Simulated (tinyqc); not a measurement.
Inside a calculation. Model: global model of a low-pressure process discharge: electron temperature, density, ion flux and ion energy. Computed by tinyqc, a small Python program that keeps every step. Command: `OMP_NUM_THREADS=1 python tinyqc.py 3112016 3112017 out.jsonl plasma walk`. One thread of a shared host (Intel(R) Xeon(R) Processor @ 2.30GHz), about 0.01 s of CPU time with the checks. Intermediate numbers are printed to about 6 digits and carried at full precision; extremes and crossings named in words are read from the listed rows.

Maxwellian electrons with temperature T_e in eV, one positive ion, no negative ions, uniform bulk density n; rate constants have the Arrhenius form.

Inputs (values chosen for the exercise, of the order of those of an inductive discharge in a simple atomic gas):

| quantity | value | unit |
|---|---|---|
| ion mass M | 32 | u |
| ionisation prefactor K0 | 7.5e-14 | m^3/s |
| ionisation energy E_iz | 12.3 | eV |
| excitation prefactor X0 | 2.9e-14 | m^3/s |
| excitation energy E_ex | 11 | eV |
| elastic rate constant K_el | 7.7e-14 | m^3/s |
| ion-neutral cross section | 9.7e-19 | m^2 |
| pressure p | 0.22 | Pa |
| gas temperature T_g | 300 | K |
| radius R | 24 | cm |
| height L | 16 | cm |
| absorbed power P | 140 | W |
| bias power P_b | 65 | W |
| radius of the biased electrode | 10 | cm |
| bias frequency | 13.56 | MHz |
| mixing | 0.4 | - |

Constants: k_B = 1.380649e-23 J/K; e = 1.602176634e-19 C; u = 1.6605390666e-27 kg; m_0 = 9.1093837015e-31 kg; eps_0 = 8.8541878128e-12 F/m.

## Geometry factors

n_g = p/(k_B T_g); lambda_i = 1/(n_g sigma); h_L = 0.86/sqrt(3 + L/(2 lambda_i)), h_R = 0.8/sqrt(4 + R/lambda_i); A_eff = 2 pi R^2 h_L + 2 pi R L h_R; d_eff = pi R^2 L/A_eff.

gas density n_g = 5.31151e+19 1/m^3

ion mean free path = 1.94093 cm

h_L = 0.322259

h_R = 0.197756

A_eff = 1643.43 cm^2

d_eff = 17.6174 cm

## A fixed-point cycle for T_e

Particle balance: K0 exp(-E_iz/T_e) n_g d_eff = u_B, u_B = sqrt(e T_e/M). Cycle: T_out = T sqrt(loss/creation) with loss/creation = u_B/(K0 exp(-E_iz/T) n_g d_eff); T -> T + mixing (T_out - T), kept between 0.3 and 60 eV, from 3 eV; stop at |T_out - T| < 1e-9 eV or after 60 steps.

Course:

| step | T (eV) | T_out (eV) | residual (eV) |
|---|---|---|---|
| 0 | 3.00000 | 1.52554 | -1.47446e+00 |
| 1 | 2.41021 | 1.91624 | -4.93974e-01 |
| 2 | 2.21263 | 2.16260 | -5.00297e-02 |
| 3 | 2.19261 | 2.19311 | 4.96576e-04 |
| 4 | 2.19281 | 2.19280 | -1.09083e-05 |
| 5 | 2.19281 | 2.19281 | 2.38312e-07 |
| 6 | 2.19281 | 2.19281 | -5.20701e-09 |
| 7 | 2.19281 | 2.19281 | 1.13770e-10 |

last residual = 1.13770e-10 eV

Converged in 8 steps.

## Electron temperature

Root found by bracketing.

T_e = 2.19281 eV

Bohm velocity u_B = 2571.32 m/s

K_iz = 2.74787e-16 m^3/s

## Energy per pair and density

E_c = E_iz + (X0 exp(-E_ex/T_e) E_ex + K_el (3 m_0/M) T_e)/K_iz; wall potential V_s = (T_e/2) ln(M/(2 pi m_0)); E_T = E_c + 2 T_e + T_e/2 + V_s; n = P/(e u_B A_eff E_T); ion current density J = e h_L n u_B; ionised share n/n_g.

collisional loss per pair E_c = 20.0264 eV

wall potential V_s = 10.0168 V

E_T = 35.5252 eV

plasma density n = 5.82068e+10 1/cm^3

ion current density J = 0.772762 mA/cm^2

ionised share = 0.00109586

Collisions take 56 % of the power and the walls the rest. T_e came from the particle balance alone; the power sets only n.

## Biased electrode

All bias power goes to ions: V_b = P_b/(J pi r^2). Debye length at the sheath edge lambda_D = sqrt(eps_0 T_e/(e h_L n)); Child-law sheath s = (sqrt2/3) lambda_D (2 V/T_e)^(3/4), V = V_b + V_s; ion transit time tau_i = 3 s sqrt(M/(2 e V)); collisions in the sheath s/lambda_i.

bias voltage V_b = 267.743 V

lambda_D = 80.3766 micrometre

sheath width s = 2.40601 mm

ion transit time = 176.365 ns

transit time over bias period = 2.39151

s/lambda_i = 0.123962

## Pressure series at fixed power

n_g = p/(k_B T_g), lambda_i = 1/(n_g sigma), K_iz = K0 exp(-E_iz/T_e), h_L = 0.86/sqrt(3 + L/(2 lambda_i)), h_R = 0.8/sqrt(4 + R/lambda_i), A_eff = 2 pi R^2 h_L + 2 pi R L h_R and d_eff = pi R^2 L/A_eff follow p. E_c = E_iz + (X0 exp(-E_ex/T_e) E_ex + K_el (3 m_0/M) T_e)/K_iz; E_T = E_c + (5/2) T_e + (T_e/2) ln(M/(2 pi m_0)); n = P/(e u_B A_eff E_T); J = e h_L n u_B. Pressures without a root below 2 E_iz are left out.

Against pressure:

| p (Pa) | T_e (eV) | E_c (eV) | E_T (eV) | n (1/cm^3) | J (mA/cm^2) |
|---|---|---|---|---|---|
| 0.1 | 2.73450 | 19.1552 | 38.4827 | 3.89132e+10 | 0.697396 |
| 0.2 | 2.24779 | 19.9123 | 35.7997 | 5.53905e+10 | 0.764929 |
| 0.5 | 1.80317 | 21.1338 | 33.8787 | 9.02472e+10 | 0.824469 |
| 1.0 | 1.56145 | 22.2966 | 33.3330 | 1.31842e+11 | 0.845477 |
| 2.0 | 1.37427 | 23.8129 | 33.5263 | 1.91631e+11 | 0.844888 |
| 5.0 | 1.18506 | 27.0531 | 35.4292 | 3.02814e+11 | 0.802142 |
| 10.0 | 1.07312 | 31.9679 | 39.5527 | 4.00423e+11 | 0.719334 |
| 20.0 | 0.98060 | 42.8216 | 49.7525 | 4.69361e+11 | 0.572193 |

T_e falls from 2.73 to 0.98 eV, n changes by a factor 12.1 and J by 0.82; in J = P h_L/(A_eff E_T), E_T changes by a factor 1.29 and is least at 1 Pa, between wall losses at high T_e and excitation losses at low T_e.

Checks made by the program: cycle against bracketing (relative difference below 1e-10).
